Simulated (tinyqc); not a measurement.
Inside a calculation. Model: spin coating of a resist or spin-on film: centrifugal thinning, evaporation and the final thickness (Emslie and Meyerhofer models). Computed by tinyqc, a small Python program that keeps every step. Command: `OMP_NUM_THREADS=1 python tinyqc.py 3110605 3110606 out.jsonl spincoat walk`. One thread of a shared host (Intel(R) Xeon(R) Processor @ 2.30GHz), about 0.09 s of CPU time with the checks. Intermediate numbers are printed to about 6 digits and carried at full precision; extremes and crossings named in words are read from the listed rows.

A Newtonian film stays uniform over the wafer; solvent and solids have the same density and the concentration is uniform through the thickness.

Inputs (values chosen for the exercise, of the order of those of a polymer resist in an ester solvent):
```
quantity                                 value          unit
solids volume fraction c0                 0.23             -
kinematic viscosity of the solvent nu_s    2.1        mm^2/s
viscosity constant k                      4100        mm^2/s
viscosity exponent gamma                   2.6             -
spin speed f                              6000           rpm
evaporation rate at 1000 rpm e0           0.13  micrometre/s
starting thickness h0                      800    micrometre
time t                                    0.44             s
wafer radius R                             150            mm
shrinkage in the bake                      4.7             %
```

## Rates

omega = 2 pi f/60; nu(c) = nu_s + k c^gamma; evaporation rate e = e0 sqrt(f/1000 rpm). Flow constant K = 2 omega^2/(3 nu(c0)); Reynolds number of the air omega R^2/nu_air with nu_air = 15 mm^2/s.

omega = 628.319 1/s

nu(c0) = 91.9000 mm^2/s

evaporation rate e = 0.318434 micrometre/s

flow constant K = 0.00286387 1/(micrometre^2 s)

Reynolds number of the air = 942478

Caution: above a Reynolds number of about 3e5 the air flow near the rim turns turbulent, and evaporation is no longer uniform.

## Thinning without evaporation

dh/dt = -K h^3 gives h = h0/sqrt(1 + 2 K h0^2 t); for long times h = 1/sqrt(2 K t).

h(t) without evaporation = 19.9135 micrometre

long-time form = 19.9197 micrometre

time 1/(2 K h0^2) = 2.72795e-04 s

The long-time form is within 0.031 %: the starting thickness is forgotten.

## The two-stage estimate

Meyerhofer estimate: flow rules until (1 - c0) K h^3 = e, then evaporation alone: h_w = (e/((1 - c0) K))^(1/3), dry film c0 h_w.

wet thickness h_w = 5.24636 micrometre

dry film, estimate = 1206.66 nm

drying time (1 - c0) h_w/e = 12.6862 s

## First explicit step of the full model

Solids s and liquid l per area start at s = c0 h0, l = (1 - c0) h0. With h = h0 and c = c0: Q = K h^3, K = 2 omega^2/(3 nu); one Euler step of length dt = 0.01 h0/Q for s and l, ds/dt = -c Q, dl/dt = -(1 - c) Q - e.

Q = 1.46630e+06 micrometre/s

dt = 5.45591e-06 s

s = 182.16 micrometre

l = 609.840 micrometre

Q/e at the start = 4.60473e+06

## The full model

Full model for solids s and liquid l per area, h = s + l, c = s/h: ds/dt = -c Q, dl/dt = -(1 - c) Q - e, Q = 2 omega^2 h^3/(3 nu(c)); integrated adaptively (relative tolerance 1e-9) until l = 0. Dry film = s at l = 0, before the bake; film after the bake = s x (1 - shrinkage).

time to dry = 16.5251 s

dry film = 1358.59 nm

film after the bake = 1294.73 nm

## Course in time

Times are fractions of the time to dry.

History:
```
fraction        t (s)  h (micrometre)         c  nu (mm^2/s)          Q/e   s (nm)
0.003     4.95752e-02         59.1803  0.230041        91.94  1.86324e+03  13613.9
0.010     1.65251e-01         32.4739  0.230249        92.15  3.07146e+02   7477.1
0.030     4.95752e-01         18.7511  0.231295        93.22  5.84544e+01   4337.0
0.100     1.65251e+00         10.2399  0.238002       100.25  8.85228e+00   2437.1
0.200     3.30502e+00          7.1714  0.253458       117.70  2.58995e+00   1817.6
0.350     5.78378e+00          5.2516  0.288802       164.41  7.28111e-01   1516.7
0.500     8.26254e+00          4.1220  0.342456       254.89  2.27099e-01   1411.6
0.700     1.15676e+01          2.9541  0.462990       555.79  3.83361e-02   1367.7
0.900     1.48726e+01          1.8856  0.720848      1752.66  3.16155e-03   1359.2
```

Q/e drops below 1 between t = 3.3 and 5.8 s, when c has risen from 0.23 to about 0.289; after that row the solids fall by a further 10 %. The full model gives 1.13 times the two-stage estimate.

## Spin curve

The formulas are those given above.

Dry film against speed:
```
f (rpm)  full model (nm)  estimate (nm)  time to dry (s)
500              4706.26        4180.01          198.265
1000             3327.84        2955.71           99.142
1500             2717.17        2413.33           66.097
2000             2353.14        2090.00           49.574
3000             1921.33        1706.48           33.050
4000             1663.92        1477.86           24.787
6000             1358.59        1206.66           16.525
```

The full thickness goes as f^-0.500; the estimate as (e/omega^2)^(1/3) = f^(-1/2). The time to dry goes as f^-1.00. A thickness window of 1 % allows a speed error of about 2 %.

Checks made by the program: constant-viscosity run against c0 h0 exp(-int K h^2 dt) (relative difference 2e-05).
